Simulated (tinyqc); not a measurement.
Well width from the intersubband spacing.

Question. In an empty well of width L and depth Vb, level k solves kw L/2 = (k - 1) pi/2 + arctan(sqrt((mw/mb)(Vb - E)/E)) with kw = sqrt(mw E/C), C = hbar^2/(2 m0). Find L, E1 and E2 from the spacing.

Values chosen for this exercise; material values those of a made-up well: mass along z in the well mw = 0.204 m0; mass along z in the barriers mb = 0.278 m0; barrier height Vb = 0.428 eV.

Constants: q = 1.602176634e-19 C, hbar = 1.054571817e-34 J s, m0 = 9.1093837015e-31 kg, hbar^2/(2 m0) = 0.0380998212 eV nm^2. Results are converted to the units shown.

E2 - E1 = 8.4744647 meV

Answer. Both levels are solved for trial widths until their difference matches. A second level is bound only for L above 2.08 nm, and over that range one width gives this spacing.

L = 24.00 nm
E1 = 2.825 meV
E2 = 11.30 meV

tinyqc, about 0.4 s, one thread, Intel Xeon 2.30GHz (shared host): `OMP_NUM_THREADS=1 python tinyqc.py 2140125 2140126 out.jsonl`
